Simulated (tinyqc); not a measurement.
# Thin-film transistor with exponential tail and deep states, accumulation layer: effects of single changes

An undoped film in accumulation, thicker than the space-charge layer. With band bending psi the Fermi level lies E0 - psi below the band edge. Free electrons n = n0 exp(psi/Vt) carry the current; electrons in two exponential distributions of traps, a = a0 exp(psi/Va) and d = d0 exp(psi/Vp), do not. Linear regime, ohmic contacts, traps in equilibrium.

Parameters, values chosen for the exercise; values close to those of an organic semiconductor:
```
symbol,value,unit,meaning
T,250,K,temperature
eps_r,3.2,,relative permittivity of the semiconductor
Nc,1.1e20,cm^-3,density of extended states
mb,3,cm^2/(V s),band mobility
Nt,7.3e19,cm^-3,total density of tail states
Tt,420,K,characteristic temperature of the tail
Nd,2.9e17,cm^-3,total density of deep states
Td,920,K,characteristic temperature of the deep states
E0,0.56,eV,bulk Fermi level below the band edge
Ci,17,nF/cm^2,gate capacitance
WL,2,,ratio W/L
Vd,0.1,V,drain voltage
Vg,18,V,gate voltage above flat band
```

Constants: q = 1.602176634e-19 C, kB = 1.380649e-23 J/K, Vt = kB T/q, eps0 = 8.8541878128e-14 F/cm where lengths are in cm. Results are converted to the units shown.

Each table varies one quantity; the others keep the values above.

## Effect of the total density of deep states

Va = kB Tt/q, Vp = kB Td/q; n0 = Nc exp(-E0/Vt), a0 = Nt th(T/Tt) exp(-E0/Va), d0 = Nd th(T/Td) exp(-E0/Vp), th(x) = pi x/sin(pi x). G(psi) = sum over the three kinds of c0 [V (exp(psi/V) - 1) - psi], field F = sqrt(2 q G/(eps0 eps_r)); Vg = psi + eps0 eps_r F/Ci at the surface. Total charge Q = Ci (Vg - psi_s); free charge Qf = q times the integral of n0 (exp(psi/Vt) - 1)/F over psi from 0 to psi_s; I = (W/L) mb Qf Vd; effective mobility mb Qf/Q.

Effect of the total density of deep states:
```
Nd (cm^-3)	E0 - psi_s (eV)	Q (nC/cm^2)	free share (%)	effective mobility (cm^2/(V s))	I (nA)
2.9e16	0.06499	297.6	8.656	0.2597	15.45
7e16	0.06505	297.6	8.627	0.2588	15.40
1.7e17	0.06518	297.6	8.557	0.2567	15.28
4.1e17	0.06550	297.6	8.393	0.2518	14.99
9.9e17	0.06628	297.6	8.017	0.2405	14.32
2.4e18	0.06818	297.6	7.191	0.2157	12.84
5.8e18	0.07284	297.7	5.580	0.1674	9.967
```

What does the table show?

As Nd goes from 2.9e16 to 5.8e18 cm^-3, the free share falls from 8.66 to 5.58 %, the distance of the Fermi level from the edge rises from 0.0650 to 0.0728 eV and the current falls from 15.5 to 9.97 nA. Q varies by only 0.045 %: the gate sets the charge, the traps decide how much of it moves. In every row the th form, which assumes a Fermi level far below the edge, overcounts the filled tail at the surface by more than 15 %.

## Effect of the total density of tail states

Same model as above.

Effect of the total density of tail states:
```
Nt (cm^-3)	E0 - psi_s (eV)	Q (nC/cm^2)	free share (%)	effective mobility (cm^2/(V s))	I (nA)
2.4e18	0.02188	296.9	78.53	2.356	139.9
5.6e18	0.02473	296.9	65.96	1.979	117.5
1.3e19	0.03097	297.0	46.49	1.395	82.84
3e19	0.04335	297.2	24.57	0.7371	43.82
6.9e19	0.06371	297.6	9.160	0.2748	16.35
1.6e20	0.09032	298.0	2.614	0.07842	4.674
3.6e20	0.1185	298.5	0.7030	0.02109	1.259
```

As Nt goes from 2.4e18 to 3.6e20 cm^-3, the free share falls from 78.5 to 0.703 %, the distance of the Fermi level from the edge rises from 0.0219 to 0.118 eV and the current falls from 140 to 1.26 nA. Q varies by only 0.55 %: the gate sets the charge, the traps decide how much of it moves. For Nt = 2.4e18 to 1.3e19 cm^-3 the surface Fermi level is within 2 Vt of the band edge, where the exponential forms fail. For Nt = 2.4e18 to 1.6e20 cm^-3 the th form, which assumes a Fermi level far below the edge, overcounts the filled tail at the surface by more than 15 %.

Program tinyqc, `OMP_NUM_THREADS=1 python tinyqc.py 2610053 2610054 out.jsonl`; Intel Xeon 2.30GHz, shared host, one thread, about 0.01 s.
